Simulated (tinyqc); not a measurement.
Thermal boundary conductance by the acoustic and diffuse mismatch models: one step, computed by the program tinyqc.

Each side has one longitudinal and two transverse Debye branches, omega = v q up to q_D = (6 pi^2 n)^(1/3), with n counting all atoms. Scattering at the interface is elastic. Electrons are left out of G, also for metals. Melting is ignored. G refers to the temperatures of the phonons sent towards the interface. Linear branches over all atoms overstate G at high T, most for crystals with several atoms a cell.

Task: Acoustic mismatch: transmission of each branch. No mode conversion. t(theta) = 4 Z_1 Z_2 cos(theta_1) cos(theta_2)/N^2, with N = Z_2 cos(theta_1) + Z_1 cos(theta_2) for L (the form for pressure waves) and N = Z_1 cos(theta_1) + Z_2 cos(theta_2) for both T branches (the form for shear waves polarised along the interface); sin(theta_2) = (v_2/v_1) sin(theta_1), and t = 0 beyond the critical angle arcsin(v_1/v_2); the mean over the incoming flux is alpha = 2 int t sin(theta_1) cos(theta_1) d theta_1 (64 Gauss-Legendre points).

Structure: film on a substrate.

Branches:
```
branch     v (m/s)  cut-off (K)  Z (1e6 kg/(m^2 s))
L, side 1    17800     2958.555             63.7240
T, side 1    12600     2094.258             45.1080
L, side 2     6110      713.330             16.4359
T, side 2     3030      353.746              8.1507
```

Give: Transmission.

Result:

Transmission:
```
branch  t at normal incidence  largest angle from side 1 (deg)  alpha, 1 to 2  alpha, 2 to 1
L                      0.6520                               90         0.4949        0.05831
T                      0.5185                               90         0.6817        0.03942
```

For L waves from side 1 no critical angle exists; the mean is 0.49 against 0.65 at normal incidence. For T waves from side 1 no critical angle exists; the mean is 0.68 against 0.52 at normal incidence.
